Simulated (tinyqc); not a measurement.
# Punch-through p+-n junction, ionisation integral and breakdown: effects of single changes

A p+ layer at x < 0 and an n drift layer from x = 0 to L on an n+ substrate. Depletion approximation, built-in voltage neglected. Local ionisation coefficients alpha_n = an exp(-(bn/E)^mx), alpha_p = ap exp(-(bp/E)^mx). Electrons move towards +x, holes towards x = 0.

Values chosen for this exercise; material values close to those of gallium arsenide: relative permittivity eps_r = 12.9; prefactor of the electron ionisation coefficient an = 3.02e5 1/cm; field constant for electrons bn = 6.77e5 V/cm; prefactor of the hole ionisation coefficient ap = 2.06e5 1/cm; field constant for holes bp = 6.7e5 V/cm; exponent mx = 1.6; electron mobility of the drift layer mu = 7940 cm^2/(V s); donor density of the drift layer N = 1.1e15 cm^-3; thickness of the drift layer L = 5.7 um.

Constants: q = 1.602176634e-19 C, eps0 = 8.8541878128e-14 F/cm where lengths are in cm. Results are converted to the units shown.

Each table varies one quantity; the others keep the values above.

## Multiplication against voltage

W = sqrt(2 eps0 eps_r V/(q N)), peak field E0 = q N W/(eps0 eps_r), falling linearly to 0 at W; if W > L the layer is punched through: W = L, E0 = V/L + q N L/(2 eps0 eps_r), falling linearly to E1 = V/L - q N L/(2 eps0 eps_r). G(x) = integral from 0 to x of (alpha_n - alpha_p); I_n = integral of alpha_n exp(-G) (electrons injected at x = 0), I_p = integral of alpha_p exp(G(end) - G) (holes injected at the far edge); M = 1/(1 - I). Integrals on a fine grid; BV is where I_n = 1. Here BV = 137.198 V; the Miller exponent is n = ln(1 - 1/M)/ln(V/BV).

Multiplication against voltage:
```
V (V)  E0 (kV/cm)      I_n      I_p   M_n   M_p  Miller n, electrons  Miller n, holes
54.9          140  5.03e-5  4.28e-5  1.00  1.00                 10.8             11.0
68.6          164  0.00118  9.59e-4  1.00  1.00                 9.73             10.0
82.3          188   0.0108  0.00852  1.01  1.01                 8.86             9.32
96            212   0.0552   0.0430  1.06  1.04                 8.11             8.81
110           237    0.195    0.154  1.24  1.18                 7.41             8.46
118           251    0.348    0.285  1.53  1.40                 7.01             8.32
126           265    0.570    0.496  2.32  1.98                 6.61             8.24
132           276    0.784    0.728  4.63  3.68                 6.30             8.20
135           281    0.905    0.876  10.6  8.06                 6.15             8.20
```

M_n rises from 1.000 to 10.6 and M_p from 1.000 to 8.06; both diverge at BV. The Miller exponent for electrons falls from 10.8 to 6.15 and that for holes falls from 11.0 to 8.20, so one exponent describes neither over the whole range. The larger multiplication belongs to electrons, whose coefficient at the peak field of the last row is 1.37 times the other.

## Effect of the drift doping

Same model as above.

Specific on-resistance Ron = L/(q mu N) with constant mobility and full ionisation.

Effect of the drift doping:
```
N (cm^-3)  BV (V)  E0 at BV (kV/cm)  W at BV (um)  Ron (mohm cm^2)  BV^2/Ron (MW/cm^2)  eps0 eps_r mu E0^3/4 (MW/cm^2)
9.2e13        141               251          5.70             4.87                4.09                            35.9
1.8e14        141               255          5.70             2.49                7.99                            37.4
3.4e14        141               260          5.70             1.32                15.0                            40.1
6.5e14        140               271          5.70            0.689                28.3                            45.2
1.2e15        136               287          5.70            0.373                49.9                            53.8
2.4e15        124               313          5.70            0.187                81.8                            69.4
4.6e15       90.7               342          5.30           0.0974                84.4                            90.8
8.8e15       57.8               378          3.06           0.0509                65.7                             122
```

What does the comparison show?

BV falls from 141 to 57.8 V while the critical field rises from 251 to 378 kV/cm. BV goes as N^(0.00) between the first two rows and N^(-0.69) between the last two (a coefficient proportional to E^7 gives -0.75 without punch-through). BV^2/Ron goes from 4.09 through a maximum of 84.4 (at N = 4.6e15 among the rows listed) to 65.7 MW/cm^2; the layer is punched through at breakdown in 6 of the 8 rows.

## Effect of the drift thickness

Same model as above.

The value eps0 eps_r mu E0^3/4 holds for a triangular field; a layer that punches through can exceed it.

Result of one run:
```
L (um)  BV (V)  E0 at BV (kV/cm)  W at BV (um)  Ron (mohm cm^2)  BV^2/Ron (MW/cm^2)  eps0 eps_r mu E0^3/4 (MW/cm^2)
12         230               284          12.0            0.858                61.6                            52.0
```

What becomes of these results when the thickness of the drift layer L is changed from 12 to 5 um, all else the same?

Result of the changed run:
```
L (um)  BV (V)  E0 at BV (kV/cm)  W at BV (um)  Ron (mohm cm^2)  BV^2/Ron (MW/cm^2)  eps0 eps_r mu E0^3/4 (MW/cm^2)
5          123               285          5.00            0.357                42.6                            52.7
```

The whole series:
```
L (um)  BV (V)  E0 at BV (kV/cm)  W at BV (um)  Ron (mohm cm^2)  BV^2/Ron (MW/cm^2)  eps0 eps_r mu E0^3/4 (MW/cm^2)
2.8       76.0               293          2.80            0.200                28.9                            57.1
3.7       96.1               288          3.70            0.264                34.9                            54.3
5          123               285          5.00            0.357                42.6                            52.7
6.7        156               284          6.70            0.479                50.7                            52.1
9          193               284          9.00            0.643                58.0                            52.0
12         230               284          12.0            0.858                61.6                            52.0
16         257               284          16.0             1.14                57.8                            52.0
22         262               284          18.4             1.57                43.5                            52.0
29         262               284          18.4             2.07                33.0                            52.0
```

BV rises from 76.0 to 262 V and saturates once L exceeds the free depleted width of 18.4 um, while Ron keeps rising as L. BV^2/Ron goes from 28.9 through a maximum of 61.6 (at L = 12 um among the rows listed) to 33.0 MW/cm^2. The best row has L = 0.65 of that width: the last part of the triangle adds little voltage but its full share of resistance.

Program tinyqc, `OMP_NUM_THREADS=1 python tinyqc.py 2120107 2120108 out.jsonl`; Intel Xeon 2.30GHz, shared host, one thread, about 0.1 s.
